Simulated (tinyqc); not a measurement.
Worked calculation: finite square well with mass mismatch (envelope functions). Values are carried at full precision from step to step, so a last printed digit may differ when a step is redone from the rounded ones.

A square well of width L and depth V0, mass mw inside and mb outside, energies from the bottom of the well, c = hbar^2/2m0. k = sqrt(mw E/c), kappa = sqrt(mb (V0 - E)/c). psi and psi'/m are continuous at the walls (BenDaniel-Duke), so level n solves k L + 2 atan[(k/mw)/(kappa/mb)] = n pi.

Constants: hbar^2/2m0 = 3.80998211 eV angstrom^2.

Parameters, chosen for this exercise (near those of a strained Si well in SiGe; shifted at random, so the results belong to these values and not to a real crystal):
```
symbol   value  unit      meaning
L        30     angstrom  well width
V0       0.172  eV        barrier height
mw       0.892  m0        mass in the well
mb       0.897  m0        mass in the barrier
alpha_w  0.47   1/eV      non-parabolicity in the well
alpha_b  0.59   1/eV      non-parabolicity in the barrier
```

## How many levels are bound

At E = V0 the arctangent equals pi/2, so level n is bound if k0 L > (n - 1) pi with k0 = sqrt(mw V0/c). Compare with the infinitely deep well, E1(hard) = c (pi/L)^2/mw.

k0 = 0.20067 1/angstrom
k0 L/pi = 1.9163
number of bound levels = 2
E1(hard) = 0.0468 eV

The count does not depend on mb. One more level binds at L = 31.3 angstrom.

## The lowest level by bisection

f(E) = k L + 2 atan[(k/mw)/(kappa/mb)] - pi rises with E. Twelve halvings of [0, V0]: keep the half in which f changes sign.

Bisection:
```
step  low (eV)  high (eV)  midpoint (eV)        k    kappa        f
1      0.00000    0.17200        0.08600  0.14190  0.14229   2.6889
2      0.00000    0.08600        0.04300  0.10034  0.17427   0.9181
3      0.00000    0.04300        0.02150  0.07095  0.18824  -0.2886
4      0.02150    0.04300        0.03225  0.08689  0.18139   0.3631
5      0.02150    0.03225        0.02687  0.07932  0.18484   0.0529
6      0.02150    0.02687        0.02419  0.07525  0.18655  -0.1133
7      0.02419    0.02687        0.02553  0.07731  0.18570  -0.0292
8      0.02553    0.02687        0.02620  0.07832  0.18527   0.0121
9      0.02553    0.02620        0.02587  0.07782  0.18548  -0.0085
10     0.02587    0.02620        0.02604  0.07807  0.18538   0.0018
11     0.02587    0.02604        0.02595  0.07795  0.18543  -0.0033
12     0.02595    0.02604        0.02599  0.07801  0.18540  -0.0007
```

After twelve halvings the bracket is V0/4096 = 0.042 meV wide.

## Bound levels

Solve the condition for each n (six at most). With A = cos(kL/2) for even and sin(kL/2) for odd levels, the probability in the barriers is Pb = (A^2/kappa)/(A^2/kappa + L/2 +/- sin(kL)/(2k)), + for even.

Levels:
```
n  parity  E (eV)  k (1/angstrom)  kappa (1/angstrom)      Pb
1    even  0.0260         0.07803             0.18540  0.0401
2     odd  0.0987         0.15204             0.13134  0.1936
```

The lowest level lies at 56 % of the infinite-well value and decays into the barrier over 1/kappa = 5.4 angstrom.

## Mass in the plane and density of states

To first order in the in-plane energy, 1/m_par = (1 - Pb)/mw + Pb/mb for each subband. Each adds a step D = m_par/(2 pi c) to the density of states per area (spin included, one valley); 1/angstrom^2 = 1e16/cm^2.

Subbands:
```
n  m_par (m0)  D (1e13/(eV cm^2))
1      0.8922              37.270
2      0.8930              37.302
```

The mass is taken as isotropic here; the valleys of Si are not, and in the plane they have mt, about 0.19 m0, so their real steps are about five times smaller.

## Levels with energy-dependent masses

Non-parabolic bands: mw is replaced by mw (1 + alpha_w E) and mb by mb (1 - alpha_b (V0 - E)), in k, kappa and the matching condition alike.

Solve the same condition with the energy-dependent masses, and list the shift from the parabolic levels that exist in both.

Levels:
```
n  E (eV)  mass inside  mass outside  shift (meV)
1  0.0264       0.9031        0.8199          0.4
2  0.0971       0.9327        0.8574         -1.6
```

Level 1 moves by +0.4 meV and level 2 by -1.6 meV. The lighter mass deep in the barrier hardens the wall for low levels; the heavier mass in the well wins higher up.

## Checks

- Lowest level by finite differences (200 cells across the well) against the matching condition, eV: both 0.0260.

(tinyqc, `OMP_NUM_THREADS=1 python tinyqc.py 1281683 1281684 out.jsonl`, Intel(R) Xeon(R) Processor @ 2.30GHz, 1 thread, shared host, about 0.01 s.)
